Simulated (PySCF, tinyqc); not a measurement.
Worked calculation (part 1 of 2): RHF in the 3-21g basis, for H3+, spin multiplicity 1. The lowest restricted solution is unstable here: a spin-polarised one lies 0.0192 hartree lower (PySCF). Computed by tinyqc, a small Python program that keeps every step (integrals from PySCF). Settings: charge = 1, multiplicity = 1, basis = 3-21g, energy threshold = 1e-10, iteration cap = 52, orthogonalisation = symmetric, start = highest core orbitals, DIIS depth = 0, method = RHF. Command: `OMP_NUM_THREADS=1 python tinyqc.py 29692 29693 out.jsonl` (the two numbers bound the seeds that draw the settings). One thread of a shared host (Intel(R) Xeon(R) Processor @ 2.60GHz), about 0.05 s of CPU time with the checks. Later iterations appear only in the table of the cycle.

## One-electron integrals

Geometry (angstrom):
```
atom,x,y,z
H,0.000000,0.000000,0.000000
H,0.000000,0.000000,1.427000
H,0.000000,0.000000,-1.427000
```

Basis 3-21g: exponents (1/bohr^2) and contraction coefficients of normalised primitives:
```
element,l (shell),exponent,coefficient
H,s (1),5.447178,0.156285
H,s (1),0.824547,0.904691
H,s (2),0.183192,1.000000
```

Overlap, kinetic and nuclear-attraction integrals over the contracted functions; the nuclear repulsion is the sum of Za Zb / Rab.

nuclear repulsion = 0.92707991 hartree

overlap S:
```
,1H 1s,1H 2s,2H 1s,2H 2s,3H 1s,3H 2s
1H 1s,1.000000,0.645899,0.041691,0.215163,0.041691,0.215163
1H 2s,0.645899,1.000000,0.215163,0.513722,0.215163,0.513722
2H 1s,0.041691,0.215163,1.000000,0.645899,0.000005,0.008023
2H 2s,0.215163,0.513722,0.645899,1.000000,0.008023,0.069648
3H 1s,0.041691,0.215163,0.000005,0.008023,1.000000,0.645899
3H 2s,0.215163,0.513722,0.008023,0.069648,0.645899,1.000000
```

kinetic energy T (hartree):
```
,1H 1s,1H 2s,2H 1s,2H 2s,3H 1s,3H 2s
1H 1s,1.549405,0.293152,-0.055000,0.026009,-0.055000,0.026009
1H 2s,0.293152,0.274788,0.026009,0.078481,0.026009,0.078481
2H 1s,-0.055000,0.026009,1.549405,0.293152,-0.000044,-0.006962
2H 2s,0.026009,0.078481,0.293152,0.274788,-0.006962,-0.014855
3H 1s,-0.055000,0.026009,-0.000044,-0.006962,1.549405,0.293152
3H 2s,0.026009,0.078481,-0.006962,-0.014855,0.293152,0.274788
```

nuclear attraction V (hartree):
```
,1H 1s,1H 2s,2H 1s,2H 2s,3H 1s,3H 2s
1H 1s,-2.462581,-1.261644,-0.072303,-0.404538,-0.072303,-0.404538
1H 2s,-1.261644,-1.409109,-0.380352,-0.699650,-0.380352,-0.699650
2H 1s,-0.072303,-0.380352,-2.277165,-1.141913,-0.000011,-0.013544
2H 2s,-0.404538,-0.699650,-1.141913,-1.231472,-0.013544,-0.098142
3H 1s,-0.072303,-0.380352,-0.000011,-0.013544,-2.277165,-1.141913
3H 2s,-0.404538,-0.699650,-0.013544,-0.098142,-1.141913,-1.231472
```

core Hamiltonian H = T + V (hartree):
```
,1H 1s,1H 2s,2H 1s,2H 2s,3H 1s,3H 2s
1H 1s,-0.913176,-0.968492,-0.127303,-0.378528,-0.127303,-0.378528
1H 2s,-0.968492,-1.134321,-0.354342,-0.621169,-0.354342,-0.621169
2H 1s,-0.127303,-0.354342,-0.727761,-0.848761,-0.000055,-0.020505
2H 2s,-0.378528,-0.621169,-0.848761,-0.956684,-0.020505,-0.112998
3H 1s,-0.127303,-0.354342,-0.000055,-0.020505,-0.727761,-0.848761
3H 2s,-0.378528,-0.621169,-0.020505,-0.112998,-0.848761,-0.956684
```

## Two-electron integrals

Functions are numbered as in S; the eight-fold symmetry (ij|kl) = (ji|kl) = (kl|ij) leaves the list below.

Two-electron integrals (ij|kl) in chemists' order, unique and non-zero (hartree):
```
i,j,k,l,(ij|kl)
1,1,1,1,1.140145
2,1,1,1,0.611403
2,1,2,1,0.345152
2,2,1,1,0.626370
2,2,2,1,0.380329
2,2,2,2,0.482957
3,1,1,1,0.028813
3,1,2,1,0.017497
3,1,2,2,0.021760
3,1,3,1,0.001772
3,2,1,1,0.095781
3,2,2,1,0.061029
3,2,2,2,0.086895
3,2,3,1,0.006929
3,2,3,2,0.037907
3,3,1,1,0.370698
3,3,2,1,0.239029
3,3,2,2,0.358007
3,3,3,1,0.028813
3,3,3,2,0.192888
3,3,3,3,1.140145
4,1,1,1,0.192888
4,1,2,1,0.110229
4,1,2,2,0.124000
4,1,3,1,0.006929
4,1,3,2,0.024434
4,1,3,3,0.095781
4,1,4,1,0.037907
4,2,1,1,0.270492
4,2,2,1,0.167366
4,2,2,2,0.223110
4,2,3,1,0.013222
4,2,3,2,0.060677
4,2,3,3,0.270492
4,2,4,1,0.060677
4,2,4,2,0.127457
4,3,1,1,0.239029
4,3,2,1,0.153754
4,3,2,2,0.228287
4,3,3,1,0.017497
4,3,3,2,0.110229
4,3,3,3,0.611403
4,3,4,1,0.061029
4,3,4,2,0.167366
4,3,4,3,0.345152
4,4,1,1,0.358007
4,4,2,1,0.228287
4,4,2,2,0.332776
4,4,3,1,0.021760
4,4,3,2,0.124000
4,4,3,3,0.626370
4,4,4,1,0.086895
4,4,4,2,0.223110
4,4,4,3,0.380329
4,4,4,4,0.482957
5,1,1,1,0.028813
5,1,2,1,0.017497
5,1,2,2,0.021760
5,1,3,1,0.000648
5,1,3,2,0.002517
5,1,3,3,0.010321
5,1,4,1,0.004764
5,1,4,2,0.007661
5,1,4,3,0.006666
5,1,4,4,0.010301
5,1,5,1,0.001772
5,2,1,1,0.095781
5,2,2,1,0.061029
5,2,2,2,0.086895
5,2,3,1,0.002517
5,2,3,2,0.010417
5,2,3,3,0.043742
5,2,4,1,0.017090
5,2,4,2,0.030687
5,2,4,3,0.028253
5,2,4,4,0.043729
5,2,5,1,0.006929
5,2,5,2,0.037907
5,3,1,1,0.000005
5,3,2,1,2.99e-06
5,3,2,2,3.13e-06
5,3,3,1,1.44e-07
5,3,3,2,4.85e-07
5,3,3,3,1.88e-06
5,3,4,1,9.46e-07
5,3,4,2,1.36e-06
5,3,4,3,1.21e-06
5,3,4,4,1.81e-06
5,3,5,1,1.44e-07
5,3,5,2,4.85e-07
5,4,1,1,0.004415
5,4,2,1,0.002755
5,4,2,2,0.003686
5,4,3,1,0.000109
5,4,3,2,0.000437
5,4,3,3,0.001811
5,4,4,1,0.000764
5,4,4,2,0.001306
5,4,4,3,0.001170
5,4,4,4,0.001809
5,4,5,1,0.000289
5,4,5,2,0.001346
5,4,5,3,2.22e-08
5,4,5,4,0.000052
5,5,1,1,0.370698
5,5,2,1,0.239029
5,5,2,2,0.358007
5,5,3,1,0.010321
5,5,3,2,0.043742
5,5,3,3,0.185416
5,5,4,1,0.067909
5,5,4,2,0.126805
5,5,4,3,0.119760
5,5,4,4,0.185411
5,5,5,1,0.028813
5,5,5,2,0.192888
5,5,5,3,1.88e-06
5,5,5,4,0.006185
5,5,5,5,1.140145
6,1,1,1,0.192888
6,1,2,1,0.110229
6,1,2,2,0.124000
6,1,3,1,0.004764
6,1,3,2,0.017090
6,1,3,3,0.067909
6,1,4,1,0.032956
6,1,4,2,0.049840
6,1,4,3,0.043820
6,1,4,4,0.066601
6,1,5,1,0.006929
6,1,5,2,0.024434
6,1,5,3,9.46e-07
6,1,5,4,0.001091
6,1,5,5,0.095781
6,1,6,1,0.037907
6,2,1,1,0.270492
6,2,2,1,0.167366
6,2,2,2,0.223110
6,2,3,1,0.007661
6,2,3,2,0.030687
6,2,3,3,0.126805
6,2,4,1,0.049840
6,2,4,2,0.087823
6,2,4,3,0.081792
6,2,4,4,0.125181
6,2,5,1,0.013222
6,2,5,2,0.060677
6,2,5,3,1.36e-06
6,2,5,4,0.002381
6,2,5,5,0.270492
6,2,6,1,0.060677
6,2,6,2,0.127457
6,3,1,1,0.004415
6,3,2,1,0.002755
6,3,2,2,0.003686
6,3,3,1,0.000289
6,3,3,2,0.001346
6,3,3,3,0.006185
6,3,4,1,0.001091
6,3,4,2,0.002381
6,3,4,3,0.003648
6,3,4,4,0.004341
6,3,5,1,0.000109
6,3,5,2,0.000437
6,3,5,3,2.22e-08
6,3,5,4,0.000019
6,3,5,5,0.001811
6,3,6,1,0.000764
6,3,6,2,0.001306
6,3,6,3,0.000052
6,4,1,1,0.043626
6,4,2,1,0.026489
6,4,2,2,0.033637
6,4,3,1,0.001516
6,4,3,2,0.006052
6,4,3,3,0.024935
6,4,4,1,0.008636
6,4,4,2,0.015539
6,4,4,3,0.015900
6,4,4,4,0.023177
6,4,5,1,0.001516
6,4,5,2,0.006052
6,4,5,3,2.18e-07
6,4,5,4,0.000257
6,4,5,5,0.024935
6,4,6,1,0.008636
6,4,6,2,0.015539
6,4,6,3,0.000257
6,4,6,4,0.002343
6,5,1,1,0.239029
6,5,2,1,0.153754
6,5,2,2,0.228287
6,5,3,1,0.006666
6,5,3,2,0.028253
6,5,3,3,0.119760
6,5,4,1,0.043820
6,5,4,2,0.081792
6,5,4,3,0.077353
6,5,4,4,0.119751
6,5,5,1,0.017497
6,5,5,2,0.110229
6,5,5,3,1.21e-06
6,5,5,4,0.003648
6,5,5,5,0.611403
6,5,6,1,0.061029
6,5,6,2,0.167366
6,5,6,3,0.001170
6,5,6,4,0.015900
6,5,6,5,0.345152
6,6,1,1,0.358007
6,6,2,1,0.228287
6,6,2,2,0.332776
6,6,3,1,0.010301
6,6,3,2,0.043729
6,6,3,3,0.185411
6,6,4,1,0.066601
6,6,4,2,0.125181
6,6,4,3,0.119751
6,6,4,4,0.185213
6,6,5,1,0.021760
6,6,5,2,0.124000
6,6,5,3,1.81e-06
6,6,5,4,0.004341
6,6,5,5,0.626370
6,6,6,1,0.086895
6,6,6,2,0.223110
6,6,6,3,0.001809
6,6,6,4,0.023177
6,6,6,5,0.380329
6,6,6,6,0.482957
```

## Orthogonalisation

S = U s U^T; symmetric (Loewdin) form X = U s^(-1/2) U^T, so that X^T S X = 1.

eigenvalues of S: 0.154947  0.326347  0.394125  1.093163  1.603999  2.427418

X:
```
,1H 1s,1H 2s,2H 1s,2H 2s,3H 1s,3H 2s
1H 1s,1.257399,-0.538181,0.024990,0.054289,0.024990,0.054289
1H 2s,-0.538181,1.667392,0.040820,-0.468681,0.040820,-0.468681
2H 1s,0.024990,0.040820,1.241207,-0.485909,-0.002641,-0.006169
2H 2s,0.054289,-0.468681,-0.485909,1.432235,-0.006169,0.136009
3H 1s,0.024990,0.040820,-0.002641,-0.006169,1.241207,-0.485909
3H 2s,0.054289,-0.468681,-0.006169,0.136009,-0.485909,1.432235
```

## Starting guess

The start is the highest orbitals of the core Hamiltonian (a deliberately bad start); D = 2 C_occ C_occ^T.

D at the start:
```
,1H 1s,1H 2s,2H 1s,2H 2s,3H 1s,3H 2s
1H 1s,0.158401,-0.512813,-0.480156,0.616784,-0.480156,0.616784
1H 2s,-0.512813,1.660199,1.554474,-1.996800,1.554474,-1.996800
2H 1s,-0.480156,1.554474,1.455482,-1.869640,1.455482,-1.869640
2H 2s,0.616784,-1.996800,-1.869640,2.401646,-1.869640,2.401646
3H 1s,-0.480156,1.554474,1.455482,-1.869640,1.455482,-1.869640
3H 2s,0.616784,-1.996800,-1.869640,2.401646,-1.869640,2.401646
```

## Iteration 1: building the Fock matrix

J_ij = sum D_kl (ij|kl), K_ij = sum D_kl (ik|jl); F = H + J - 0.5 K; E = tr D H + tr D J / 2 - 0.25 tr D K + E_nn.

Coulomb J (hartree):
```
,1H 1s,1H 2s,2H 1s,2H 2s,3H 1s,3H 2s
1H 1s,0.636708,0.404419,0.030210,0.136664,0.030210,0.136664
1H 2s,0.404419,0.600684,0.176176,0.326088,0.176176,0.326088
2H 1s,0.030210,0.176176,0.956088,0.544504,0.000003,0.006079
2H 2s,0.136664,0.326088,0.544504,0.668767,0.006079,0.041837
3H 1s,0.030210,0.176176,0.000003,0.006079,0.956088,0.544504
3H 2s,0.136664,0.326088,0.006079,0.041837,0.544504,0.668767
```

exchange K (hartree):
```
,1H 1s,1H 2s,2H 1s,2H 2s,3H 1s,3H 2s
1H 1s,0.035438,0.009694,-0.021919,0.009198,-0.021919,0.009198
1H 2s,0.009694,0.011837,0.027286,0.016073,0.027286,0.016073
2H 1s,-0.021919,0.027286,0.401180,0.057719,0.041401,-0.017298
2H 2s,0.009198,0.016073,0.057719,0.078558,-0.017298,0.009873
3H 1s,-0.021919,0.027286,0.041401,-0.017298,0.401180,0.057719
3H 2s,0.009198,0.016073,-0.017298,0.009873,0.057719,0.078558
```

Fock matrix F (hartree):
```
,1H 1s,1H 2s,2H 1s,2H 2s,3H 1s,3H 2s
1H 1s,-0.294188,-0.568921,-0.086134,-0.246463,-0.086134,-0.246463
1H 2s,-0.568921,-0.539556,-0.191809,-0.303117,-0.191809,-0.303117
2H 1s,-0.086134,-0.191809,0.027737,-0.333116,-0.020752,-0.005777
2H 2s,-0.246463,-0.303117,-0.333116,-0.327195,-0.005777,-0.076097
3H 1s,-0.086134,-0.191809,-0.020752,-0.005777,0.027737,-0.333116
3H 2s,-0.246463,-0.303117,-0.005777,-0.076097,-0.333116,-0.327195
```

total energy of this density = 1.58857497 hartree

## Iteration 1: diagonalisation and new density

Diagonalise F' = X^T F X, C = X C', fill 1 alpha and 1 beta electrons from the bottom; D = 2 C_occ C_occ^T. Each column has its largest component positive (the first on a tie).

F' = X^T F X (hartree):
```
,1,2,3,4,5,6
1,0.111998,-0.564319,0.036853,-0.052371,0.036853,-0.052371
2,-0.564319,-0.061249,-0.071815,-0.132027,-0.071815,-0.132027
3,0.036853,-0.071815,0.358291,-0.421223,-0.049602,0.054676
4,-0.052371,-0.132027,-0.421223,-0.006057,0.054676,-0.002434
5,0.036853,-0.071815,-0.049602,0.054676,0.358291,-0.421223
6,-0.052371,-0.132027,0.054676,-0.002434,-0.421223,-0.006057
```

orbital energies (hartree): MO1 -0.637315, MO2 -0.316340, MO3 -0.177595, MO4 0.524976, MO5 0.640881, MO6 0.720610

coefficients C:
```
,MO1,MO2,MO3,MO4,MO5,MO6
1H 1s,0.356993,0.000000,-0.277221,-0.634103,1.127586,0.000000
1H 2s,0.631370,0.000000,-0.640936,1.203804,-1.119786,0.000000
2H 1s,0.078970,0.199504,0.196122,0.786004,0.477370,0.921332
2H 2s,0.063040,0.579706,0.702423,-1.034213,-0.080027,-0.786840
3H 1s,0.078970,-0.199504,0.196122,0.786004,0.477370,-0.921332
3H 2s,0.063040,-0.579706,0.702423,-1.034213,-0.080027,0.786840
```

D after iteration 1:
```
,1H 1s,1H 2s,2H 1s,2H 2s,3H 1s,3H 2s
1H 1s,0.254888,0.450789,0.056383,0.045009,0.056383,0.045009
1H 2s,0.450789,0.797256,0.099718,0.079602,0.099718,0.079602
2H 1s,0.056383,0.099718,0.012473,0.009956,0.012473,0.009956
2H 2s,0.045009,0.079602,0.009956,0.007948,0.009956,0.007948
3H 1s,0.056383,0.099718,0.012473,0.009956,0.012473,0.009956
3H 2s,0.045009,0.079602,0.009956,0.007948,0.009956,0.007948
```

## Iteration 2: building the Fock matrix

As before.

Coulomb J (hartree):
```
,1H 1s,1H 2s,2H 1s,2H 2s,3H 1s,3H 2s
1H 1s,1.532098,0.887912,0.048258,0.286502,0.048258,0.286502
1H 2s,0.887912,1.044517,0.184874,0.475518,0.184874,0.475518
2H 1s,0.048258,0.184874,0.763105,0.482855,0.000008,0.007952
2H 2s,0.286502,0.475518,0.482855,0.694596,0.007952,0.072749
3H 1s,0.048258,0.184874,0.000008,0.007952,0.763105,0.482855
3H 2s,0.286502,0.475518,0.007952,0.072749,0.482855,0.694596
```

exchange K (hartree):
```
,1H 1s,1H 2s,2H 1s,2H 2s,3H 1s,3H 2s
1H 1s,1.201966,1.010190,0.183339,0.439719,0.183339,0.439719
1H 2s,1.010190,0.973775,0.209623,0.452543,0.209623,0.452543
2H 1s,0.183339,0.209623,0.127323,0.160030,0.031172,0.075349
2H 2s,0.439719,0.452543,0.160030,0.269676,0.075349,0.180088
3H 1s,0.183339,0.209623,0.031172,0.075349,0.127323,0.160030
3H 2s,0.439719,0.452543,0.075349,0.180088,0.160030,0.269676
```

Fock matrix F (hartree):
```
,1H 1s,1H 2s,2H 1s,2H 2s,3H 1s,3H 2s
1H 1s,0.017938,-0.585675,-0.170714,-0.311885,-0.170714,-0.311885
1H 2s,-0.585675,-0.576691,-0.274280,-0.371922,-0.274280,-0.371922
2H 1s,-0.170714,-0.274280,-0.028317,-0.445922,-0.015633,-0.050228
2H 2s,-0.311885,-0.371922,-0.445922,-0.396926,-0.050228,-0.130292
3H 1s,-0.170714,-0.274280,-0.015633,-0.050228,-0.028317,-0.445922
3H 2s,-0.311885,-0.371922,-0.050228,-0.130292,-0.445922,-0.396926
```

total energy of this density = -0.99841102 hartree

## Iteration 2: diagonalisation and new density

As before.

F' = X^T F X (hartree):
```
,1,2,3,4,5,6
1,0.599741,-0.748895,-0.015313,-0.077579,-0.015313,-0.077579
2,-0.748895,0.047450,-0.086674,-0.175645,-0.086674,-0.175645
3,-0.015313,-0.086674,0.382637,-0.544449,-0.008613,0.011225
4,-0.077579,-0.175645,-0.544449,0.029254,0.011225,-0.011954
5,-0.015313,-0.086674,-0.008613,0.011225,0.382637,-0.544449
6,-0.077579,-0.175645,0.011225,-0.011954,-0.544449,0.029254
```

orbital energies (hartree): MO1 -0.710807, MO2 -0.366357, MO3 -0.137611, MO4 0.761116, MO5 0.798814, MO6 1.125817

coefficients C:
```
,MO1,MO2,MO3,MO4,MO5,MO6
1H 1s,0.233472,0.000000,0.173509,0.042508,0.000000,-1.338436
1H 2s,0.515688,0.000000,0.979043,-0.541939,0.000000,1.412208
2H 1s,0.152374,0.246644,-0.188303,-0.911229,0.909847,-0.037000
2H 2s,0.194655,0.538453,-0.703672,0.968337,-0.815626,-0.320391
3H 1s,0.152374,-0.246644,-0.188303,-0.911229,-0.909847,-0.037000
3H 2s,0.194655,-0.538453,-0.703672,0.968337,0.815626,-0.320391
```

D after iteration 2:
```
,1H 1s,1H 2s,2H 1s,2H 2s,3H 1s,3H 2s
1H 1s,0.109019,0.240798,0.071150,0.090893,0.071150,0.090893
1H 2s,0.240798,0.531869,0.157155,0.200763,0.157155,0.200763
2H 1s,0.071150,0.157155,0.046436,0.059321,0.046436,0.059321
2H 2s,0.090893,0.200763,0.059321,0.075781,0.059321,0.075781
3H 1s,0.071150,0.157155,0.046436,0.059321,0.046436,0.059321
3H 2s,0.090893,0.200763,0.059321,0.075781,0.059321,0.075781
```

## Iteration 3: building the Fock matrix

As before.

Coulomb J (hartree):
```
,1H 1s,1H 2s,2H 1s,2H 2s,3H 1s,3H 2s
1H 1s,1.260717,0.750939,0.044356,0.245241,0.044356,0.245241
1H 2s,0.750939,0.937216,0.188074,0.444172,0.188074,0.444172
2H 1s,0.044356,0.188074,0.829713,0.512551,0.000006,0.007659
2H 2s,0.245241,0.444172,0.512551,0.702901,0.007659,0.065276
3H 1s,0.044356,0.188074,0.000006,0.007659,0.829713,0.512551
3H 2s,0.245241,0.444172,0.007659,0.065276,0.512551,0.702901
```

exchange K (hartree):
```
,1H 1s,1H 2s,2H 1s,2H 2s,3H 1s,3H 2s
1H 1s,0.793910,0.756254,0.212494,0.386531,0.212494,0.386531
1H 2s,0.756254,0.848470,0.292672,0.476661,0.292672,0.476661
2H 1s,0.212494,0.292672,0.289381,0.296263,0.063866,0.118152
2H 2s,0.386531,0.476661,0.296263,0.379826,0.118152,0.215630
3H 1s,0.212494,0.292672,0.063866,0.118152,0.289381,0.296263
3H 2s,0.386531,0.476661,0.118152,0.215630,0.296263,0.379826
```

Fock matrix F (hartree):
```
,1H 1s,1H 2s,2H 1s,2H 2s,3H 1s,3H 2s
1H 1s,-0.049414,-0.595680,-0.189194,-0.326553,-0.189194,-0.326553
1H 2s,-0.595680,-0.621340,-0.312605,-0.415327,-0.312605,-0.415327
2H 1s,-0.189194,-0.312605,-0.042738,-0.484342,-0.031982,-0.071922
2H 2s,-0.326553,-0.415327,-0.484342,-0.443696,-0.071922,-0.155537
3H 1s,-0.189194,-0.312605,-0.031982,-0.071922,-0.042738,-0.484342
3H 2s,-0.326553,-0.415327,-0.071922,-0.155537,-0.484342,-0.443696
```

total energy of this density = -1.10081807 hartree

## Iteration 3: diagonalisation and new density

As before.

F' = X^T F X (hartree):
```
,1,2,3,4,5,6
1,0.493880,-0.696902,-0.025145,-0.081787,-0.025145,-0.081787
2,-0.696902,0.006699,-0.104326,-0.197885,-0.104326,-0.197885
3,-0.025145,-0.104326,0.392899,-0.572350,-0.016341,0.001906
4,-0.081787,-0.197885,-0.572350,0.011024,0.001906,-0.015263
5,-0.025145,-0.104326,-0.016341,0.001906,0.392899,-0.572350
6,-0.081787,-0.197885,0.001906,-0.015263,-0.572350,0.011024
```

orbital energies (hartree): MO1 -0.778608, MO2 -0.387575, MO3 -0.133192, MO4 0.790256, MO5 0.823101, MO6 0.994441

coefficients C:
```
,MO1,MO2,MO3,MO4,MO5,MO6
1H 1s,0.226509,0.000000,0.209672,0.036135,0.000000,-1.334638
1H 2s,0.478125,0.000000,0.972080,-0.527312,0.000000,1.435579
2H 1s,0.163612,0.239035,-0.177667,-0.911492,0.911876,-0.035080
2H 2s,0.218590,0.545248,-0.692530,0.964463,-0.811099,-0.340301
3H 1s,0.163612,-0.239035,-0.177667,-0.911492,-0.911876,-0.035080
3H 2s,0.218590,-0.545248,-0.692530,0.964463,0.811099,-0.340301
```

D after iteration 3:
```
,1H 1s,1H 2s,2H 1s,2H 2s,3H 1s,3H 2s
1H 1s,0.102613,0.216600,0.074119,0.099026,0.074119,0.099026
1H 2s,0.216600,0.457207,0.156454,0.209027,0.156454,0.209027
2H 1s,0.074119,0.156454,0.053538,0.071528,0.053538,0.071528
2H 2s,0.099026,0.209027,0.071528,0.095563,0.071528,0.095563
3H 1s,0.074119,0.156454,0.053538,0.071528,0.053538,0.071528
3H 2s,0.099026,0.209027,0.071528,0.095563,0.071528,0.095563
```

## Iteration 4: building the Fock matrix

As before.

Coulomb J (hartree):
```
,1H 1s,1H 2s,2H 1s,2H 2s,3H 1s,3H 2s
1H 1s,1.225390,0.732195,0.043809,0.239549,0.043809,0.239549
1H 2s,0.732195,0.921072,0.188855,0.439533,0.188855,0.439533
2H 1s,0.043809,0.188855,0.842676,0.518454,0.000006,0.007621
2H 2s,0.239549,0.439533,0.518454,0.705181,0.007621,0.064151
3H 1s,0.043809,0.188855,0.000006,0.007621,0.842676,0.518454
3H 2s,0.239549,0.439533,0.007621,0.064151,0.518454,0.705181
```

exchange K (hartree):
```
,1H 1s,1H 2s,2H 1s,2H 2s,3H 1s,3H 2s
1H 1s,0.744867,0.718028,0.214344,0.376365,0.214344,0.376365
1H 2s,0.718028,0.818759,0.301881,0.474169,0.301881,0.474169
2H 1s,0.214344,0.301881,0.318387,0.318526,0.069409,0.124091
2H 2s,0.376365,0.474169,0.318526,0.395469,0.124091,0.218801
3H 1s,0.214344,0.301881,0.069409,0.124091,0.318387,0.318526
3H 2s,0.376365,0.474169,0.124091,0.218801,0.318526,0.395469
```

Fock matrix F (hartree):
```
,1H 1s,1H 2s,2H 1s,2H 2s,3H 1s,3H 2s
1H 1s,-0.060220,-0.595311,-0.190666,-0.327162,-0.190666,-0.327162
1H 2s,-0.595311,-0.622629,-0.316428,-0.418720,-0.316428,-0.418720
2H 1s,-0.190666,-0.316428,-0.044278,-0.489570,-0.034753,-0.074929
2H 2s,-0.327162,-0.418720,-0.489570,-0.449237,-0.074929,-0.158247
3H 1s,-0.190666,-0.316428,-0.034753,-0.074929,-0.044278,-0.489570
3H 2s,-0.327162,-0.418720,-0.074929,-0.158247,-0.489570,-0.449237
```

total energy of this density = -1.10332586 hartree

## Iteration 4: diagonalisation and new density

As before.

F' = X^T F X (hartree):
```
,1,2,3,4,5,6
1,0.476075,-0.688820,-0.026101,-0.082014,-0.026101,-0.082014
2,-0.688820,0.005394,-0.105598,-0.199642,-0.105598,-0.199642
3,-0.026101,-0.105598,0.395229,-0.577167,-0.017915,0.000156
4,-0.082014,-0.199642,-0.577167,0.008721,0.000156,-0.015854
5,-0.026101,-0.105598,-0.017915,0.000156,0.395229,-0.577167
6,-0.082014,-0.199642,0.000156,-0.015854,-0.577167,0.008721
```

orbital energies (hartree): MO1 -0.784567, MO2 -0.390277, MO3 -0.134613, MO4 0.795976, MO5 0.827996, MO6 0.974854

coefficients C:
```
,MO1,MO2,MO3,MO4,MO5,MO6
1H 1s,0.227246,0.000000,0.217320,0.033443,0.000000,-1.333359
1H 2s,0.468958,0.000000,0.969062,-0.523860,0.000000,1.441894
2H 1s,0.165310,0.237767,-0.176146,-0.911535,0.912207,-0.033666
2H 2s,0.223711,0.546375,-0.689603,0.963682,-0.810340,-0.345097
3H 1s,0.165310,-0.237767,-0.176146,-0.911535,-0.912207,-0.033666
3H 2s,0.223711,-0.546375,-0.689603,0.963682,0.810340,-0.345097
```

D after iteration 4:
```
,1H 1s,1H 2s,2H 1s,2H 2s,3H 1s,3H 2s
1H 1s,0.103282,0.213138,0.075132,0.101675,0.075132,0.101675
1H 2s,0.213138,0.439844,0.155047,0.209822,0.155047,0.209822
2H 1s,0.075132,0.155047,0.054655,0.073963,0.054655,0.073963
2H 2s,0.101675,0.209822,0.073963,0.100093,0.073963,0.100093
3H 1s,0.075132,0.155047,0.054655,0.073963,0.054655,0.073963
3H 2s,0.101675,0.209822,0.073963,0.100093,0.073963,0.100093
```
